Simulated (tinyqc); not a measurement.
Temperature series and Richardson plot: current of a Schottky diode by thermionic-emission-diffusion theory, and its read-back from I-V-T and C-V data. Computed by tinyqc, a small Python program. Command: `OMP_NUM_THREADS=1 python tinyqc.py 3006278 3006279 out.jsonl schottky walk`. One thread of a shared host (Intel(R) Xeon(R) Processor @ 2.30GHz), about 0.01 s of CPU time with the checks.

Full ionisation, no tunnelling, no recombination current. V is the voltage across the junction itself, forward positive.

Inputs (values chosen for the exercise, modelled on n-type GaAs):

| quantity | value | unit |
|---|---|---|
| Richardson constant A* | 8.14 | A/(cm^2 K^2) |
| effective density of states at 300 K, N_c | 4.9e+17 | 1/cm^3 |
| permittivity eps | 12.9 | - |
| mobility mu | 4800 | cm^2/(V s) |
| barrier without image force phi_0 (mean) | 0.87 | eV |
| doping N | 3.9e+16 | 1/cm^3 |
| junction voltage V | 0.33 | V |
| standard deviation sigma | 69 | meV |
| relative change of sigma^2 with bias, rho | 0.56 | 1/V |

Barrier: Gaussian spread of heights.

Constants: k_B = 8.617333262e-05 eV/K; e = 1.602176634e-19 C; eps_0 = 8.8541878128e-12 F/m.

Method:
- N_c(T) = N_c (T/300 K)^(3/2); V_bi = phi_0 - (k_B T/e) ln(N_c(T)/N); surface field F = sqrt(2 e N (V_bi - V - k_B T/e)/(eps eps_0)); image lowering d_phi = sqrt(e F/(4 pi eps eps_0)); effective barrier phi = phi_0 - d_phi - sigma^2 (1 - rho V)/(2 k_B T).
- Collection velocity v_R = A* T^2/(e N_c(T)); diffusion velocity v_D = mu F; J = e N_c(T) v_R/(1 + v_R/v_D) exp(-phi/k_B T) [exp(e V/k_B T) - 1].
- Ideality n = (e/k_B T)/(d ln J/dV) by a central difference of +/- 1 mV; J_0 = J exp(-e V/(n k_B T)); apparent barrier phi_IV = k_B T ln(A* T^2/J_0); a C-V plot gives phi_CV = phi_0, the mean without lowering.
- A least-squares line of ln(J_0/T^2) against 1/(k_B T) gives a barrier (minus the slope) and a Richardson constant (exp of the intercept).

At the same junction voltage:

| T (K) | 1/k_B T (1/eV) | n | J_0 (A/cm^2) | phi_IV (eV) | ln(J_0/T^2) |
|---|---|---|---|---|---|
| 200 | 58.023 | 1.1017 | 8.0466e-13 | 0.69872 | -38.445 |
| 250 | 46.418 | 1.0840 | 1.1459e-09 | 0.72659 | -31.630 |
| 300 | 38.682 | 1.0729 | 2.2132e-07 | 0.74526 | -26.731 |
| 350 | 33.156 | 1.0654 | 1.1861e-05 | 0.75869 | -23.058 |
| 400 | 29.011 | 1.0603 | 2.6773e-04 | 0.76885 | -20.208 |
| 450 | 25.788 | 1.0567 | 3.2869e-03 | 0.77684 | -17.936 |

barrier from the Richardson plot = 0.63645 eV

Richardson constant from the plot = 0.16151 A/(cm^2 K^2)

What follows from these numbers?

From 200 to 450 K n goes from 1.102 to 1.057 and phi_IV from 0.699 to 0.777 eV. The plot returns 0.636 eV against phi_0 = 0.87 and a constant 0.0198 times the true A*: a spread of barriers lets cold carriers pick the low patches, which bends the plot and lowers both numbers.

Extremes, crossings and ranges named in words are read from the listed rows.
